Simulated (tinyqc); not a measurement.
# Trap density from one capacitance

Inverse problem. Traps spread evenly through the insulator exchange electrons with the semiconductor by tunnelling, with tau(x) = t0 exp(2 ka x) at depth x from the interface. The admittance per area Y seen at depth x obeys dY/dx = -Y^2/(i w eps0 eox) + q Nb ln(1 + i w tau)/tau, with Y(0) = i w Cs and w = 2 pi f; the gate sees Y(tox) = G + i w C. Working variable y = Y/(i w), in uF/cm^2. Cox = eps0 eox/tox. Find Nb and G/w.

Parameters, values chosen for the exercise:
- eox = 8.81 (relative permittivity of the insulator)
- tox = 7.1 nm (insulator thickness)
- Cs = 0.53 uF/cm^2 (semiconductor capacitance in accumulation)
- ka = 4.1 1/nm (decay constant of the wave function in the insulator)
- t0 = 1e-10 s (time constant of a trap at the interface)
- f = 1e5 Hz (frequency)

Constants: q = 1.602176634e-19 C, eps0 = 8.8541878128e-14 F/cm where lengths are in cm. Results are converted to the units shown.

C = 0.54030466 uF/cm^2

Answer. C rises steadily with Nb, so one density matches; in practice ka and t0 must come from the frequency dependence.

Nb = 2.200e19 cm^-3 eV^-1
G/w = 0.02426 uF/cm^2

Computed by the program tinyqc: `OMP_NUM_THREADS=1 python tinyqc.py 2202179 2202180 out.jsonl`, one thread of a shared Intel Xeon 2.30GHz, about 0.5 s for the whole run.
